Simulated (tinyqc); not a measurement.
Inside a calculation. Model: capacitance of parallel on-chip lines from Laplace's equation on a mesh.

Program tinyqc, `OMP_NUM_THREADS=1 python tinyqc.py 2790213 2790214 out.jsonl`; Intel Xeon 2.30GHz, shared host, one thread, about 0.8 s. Printed values are rounded.

Cross-section of an endless row of equal lines between two grounded planes; neighbours are driven in antiphase (+1 V and -1 V), so the plane midway between two lines is at 0 V. By symmetry one quarter is solved: x runs from the centre of a line (column 0, mirror) to that midplane (column 3, 0 V), y from the mid-height of the line (row 0, mirror) to the ground plane (row 3, 0 V). The line fills columns 0 to 1 and rows 0 to 1 at 1 V. Cells beside the line (below row 1) have e2, cells above have e1. Each link between nodes has the conductance g = mean permittivity of the two cells beside it (a cell beyond a mirror counts as 0), and the free nodes obey sum g (V_neighbour - V) = 0.

Values chosen for this exercise: relative permittivity above and below the lines e1 = 3.9; relative permittivity between the lines e2 = 1; over-relaxation factor om = 1.

Constants: eps0 = 8.8541878128e-12 F/m. Results are converted to the units shown.

## Link conductances

gx[j, i] joins node (row j, column i) to column i + 1, gy[j, i] to row j + 1.

gx:
```
       col 0  col 1  col 2
row 0    0.5    0.5    0.5
row 1   2.45   2.45   2.45
row 2    3.9    3.9    3.9
row 3   1.95   1.95   1.95
```

gy:
```
       col 0  col 1  col 2  col 3
row 0    0.5      1      1    0.5
row 1   1.95    3.9    3.9   1.95
row 2   1.95    3.9    3.9   1.95
```

## Iteration 1: relaxation sweep

V at the start (V):
```
       col 0  col 1  col 2  col 3
row 0      1      1      0      0
row 1      1      1      0      0
row 2      0      0      0      0
row 3      0      0      0      0
```

One sweep visits the free nodes row by row from row 0, left to right, and replaces V by V + om (weighted mean of the neighbours - V), using new values at once.

V after sweep 1 (V):
```
         col 0    col 1    col 2    col 3
row 0  1.00000  1.00000  0.25000  0.00000
row 1  1.00000  1.00000  0.27551  0.00000
row 2  0.25000  0.31250  0.14700  0.00000
row 3  0.00000  0.00000  0.00000  0.00000
```

## Iteration 2: relaxation sweep

As before.

V after sweep 2 (V):
```
         col 0    col 1    col 2    col 3
row 0  1.00000  1.00000  0.38776  0.00000
row 1  1.00000  1.00000  0.34807  0.00000
row 2  0.40625  0.38831  0.18410  0.00000
row 3  0.00000  0.00000  0.00000  0.00000
```

## Course of the relaxation

Stop when no node changes by 1e-7 V. C = 4 eps0 sum g (difference of V along the link)^2, in aF/um.

Course of the iteration:
```
sweep  C (aF/um)  largest change (V)
1        197.734               0.312
2        183.883               0.156
3        183.032              0.0379
4        182.979             9.37e-3
5        182.976             2.33e-3
6        182.976             5.83e-4
7        182.976             1.46e-4
8        182.976             3.64e-5
9        182.976             9.10e-6
10       182.976             2.28e-6
11       182.976             5.69e-7
12       182.976             1.42e-7
13       182.976             3.56e-8
```

Converged in 13 sweeps. Over the last four sweeps the change shrinks by about 0.25 a sweep. C comes down from above, since the solution minimises the energy.

## Capacitance per length

converged V (V):
```
         col 0    col 1    col 2    col 3
row 0  1.00000  1.00000  0.43636  0.00000
row 1  1.00000  1.00000  0.37273  0.00000
row 2  0.45664  0.41329  0.19650  0.00000
row 3  0.00000  0.00000  0.00000  0.00000
```

C = 4 eps0 sum g (difference of V)^2 over all links (twice the energy of the four quarters, line at 1 V). Plate estimate without fringing: eps0 [2 e1 w/hd + 2 e2 t/(s/2)], w = 2 hx, t = 2 hx, s/2 = 2 hx, hd = 2 hx.

C = 182.976 aF/um
plate estimate = 86.7710 aF/um

C depends on the shape only, not on the mesh step hx. Meshes 6, 12 and 24 times finer extrapolate (Aitken) to 156.4 aF/um; this mesh is 17 % above that, and the plate estimate is 45 % below it.
